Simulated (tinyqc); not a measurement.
# From share of the material that lands on the wafer, 1 - (1 + (R/h)^2)^(-(n + 1)/2) back to source-to-wafer distance h

Model: vacuum evaporation: vapour pressure, source flux, thickness distribution, purity and step coverage. Computed by tinyqc, a small Python program. Command: `OMP_NUM_THREADS=1 python tinyqc.py 3112921 3112922 out.jsonl evap inv`. One thread of a shared host (Intel(R) Xeon(R) Processor @ 2.30GHz), about 0.02 s of CPU time with the checks.

Molecular flow, unit sticking of the metal, no re-evaporation. The background gas is taken as water vapour (18.015 g/mol, collision diameter 0.37 nm) at 300 K.

Inputs (values chosen for the exercise, modelled on gold, with constants for the liquid):
```
quantity,value,unit
molar mass M,196.97,g/mol
film density rho,19.3,g/cm^3
vapour-pressure constant A,10.8,-
vapour-pressure constant B,18080,K
source temperature T,1820,K
source area,1.6,cm^2
directionality n,1,-
wafer radius R,7.5,cm
```

Constants: u = 1.6605390666e-27 kg; k_B = 1.380649e-23 J/K; R = 8.314462618 J/(mol K).

Method:
- log10(p_v/Pa) = A - B/T; flux from the surface Phi = p_v/sqrt(2 pi m k_B T), m = M u.
- Mass loss = Phi x area x m; heat of evaporation = ln(10) R B; d ln Phi/dT = ln(10) B/T^2 - 1/(2 T).
- A small source emits (n + 1) Phi area cos^n(phi)/(2 pi) per solid angle; on a parallel plane at height h and lateral distance l the arrival rate is (n + 1) Phi area/(2 pi h^2) x (1 + (l/h)^2)^(-(n + 3)/2). Growth rate = arrival rate x m/rho, m = M u. The wafer is fixed and centred above the source.

Problem. A run gave the result below. Find the source-to-wafer distance h, known to lie between 12 and 38 cm.

share of the material that lands on the wafer, 1 - (1 + (R/h)^2)^(-(n + 1)/2) = 12.03135 %

Solution.

Each step takes the trial c = (a f_b - b f_a)/(f_b - f_a), f being the result less the target and a, b, c the logarithms of the listed values; c replaces end b, the old b replaces a if the sign of f changed, and otherwise f_a is halved.

Scan of the range:
```
source-to-wafer distance h (cm),"share of the material that lands on the wafer, 1 - (1 + (R/h)^2)^(-(n + 1)/2) (%)"
12.0,28.0899
14.5,21.1069
17.6,15.3684
21.4,10.9391
25.9,7.7366
31.4,5.3972
38.0,3.7494
```

False position (Illinois rule, in the logarithm of the input) inside the bracket:
```
step,end a,end b,trial,"share of the material that lands on the wafer, 1 - (1 + (R/h)^2)^(-(n + 1)/2) (%)"
1,17.6000,21.4000,20.3928,11.9144
2,17.6000,20.3928,20.1970,12.1184
3,20.3928,20.1970,20.2804,12.0310
4,20.1970,20.2804,20.2800,12.0313
5,20.1970,20.2800,20.2800,12.0314
6,20.2800,20.2800,20.2800,12.0313
```

share of the material that lands on the wafer, 1 - (1 + (R/h)^2)^(-(n + 1)/2) falls at every point of a 13-point scan of the range (every second point is shown), so one value fits; it is bracketed by 17.6 and 21.4. Answer: source-to-wafer distance h = 20.28 cm.
